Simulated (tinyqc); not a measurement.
## Material parameters from the melting point of the curve

Question. In a hemispherical model of a phase-change cell the resistance is rho/(2 pi r0), and melting starts where I^2 rho b^2/(32 pi^2 ka r0^2) = Tm - T0. Find rho and ka.

Parameters, values chosen for the exercise:
- T0 = 300 K (ambient temperature)
- Tm = 877 K (melting point)
- r0 = 24 nm (radius of the heater contact)

resistance = 0.45757046 kohm
melting current = 862.47735 uA
b = 1.6738327

Answer. The resistance gives rho, and the melting current then gives ka.

rho = 6.900 mohm cm
ka = 1.370 W/(m K)

Computed by the program tinyqc: `OMP_NUM_THREADS=1 python tinyqc.py 2490107 2490108 out.jsonl`, one thread of a shared Intel Xeon 2.30GHz, about 0.01 s for the whole run.
